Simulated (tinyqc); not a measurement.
Growth with time: grain growth, pinning, strength and diffusional creep of a polycrystal or thin film. Computed by tinyqc, a small Python program. Command: `OMP_NUM_THREADS=1 python tinyqc.py 3022961 3022962 out.jsonl grain walk`. One thread of a shared host (Intel(R) Xeon(R) Processor @ 2.30GHz), about 0.01 s of CPU time with the checks.

One mean grain size d describes the structure.

Inputs (values chosen for the exercise, modelled on polycrystalline silicon):
```
quantity                                    value       unit
boundary energy gamma                         0.6      J/m^2
mobility prefactor M0                     2.9e-06  m^4/(J s)
activation energy of boundary motion Q_m     2.98         eV
anneal temperature T                         1245          K
initial grain size d0                          32         nm
particle volume fraction f                 0.0054          -
particle radius r                             6.4         nm
```

Sample: bulk.

Constants: k_B = 8.617333262e-05 eV/K.

Method. M = M0 exp(-Q_m/(k_B T)). The driving pressure is 2 gamma/d. Zener pinning pressure 3 f gamma/(2 r) stops growth at d_Z = 4 r/(3 f). The limit is d_lim = d_Z. dd/dt = 2 M gamma (1/d - 1/d_lim) integrates to 2 M gamma t = d_lim (d0 - d) + d_lim^2 ln[(d_lim - d0)/(d_lim - d)]; without pinning d^2 = d0^2 + 4 M gamma t.

limit d_lim = 1580.25 nm

mobility M = 2.50792e-18 m^4/(J s)

At T:
```
t (s)     free growth (nm)  pinned growth (nm)  d/d_lim
1.20e+03              90.8                89.2  0.05642
4.10e+03             160.3               155.0  0.09808
1.20e+04             270.7               255.4  0.16165
4.10e+04             497.8               447.0  0.28285
1.20e+05             850.5               705.3  0.44629
4.10e+05            1571.2              1099.6  0.69582
1.20e+06            2687.7              1429.7  0.90474
4.10e+06            4967.8              1576.1  0.99736
```

What does the comparison show, and why?

The apparent exponent d ln d/d ln t of the pinned growth is at most about 0.47, below the ideal 1/2, and falls to 0.079 in the last rows: pinning hides it late.
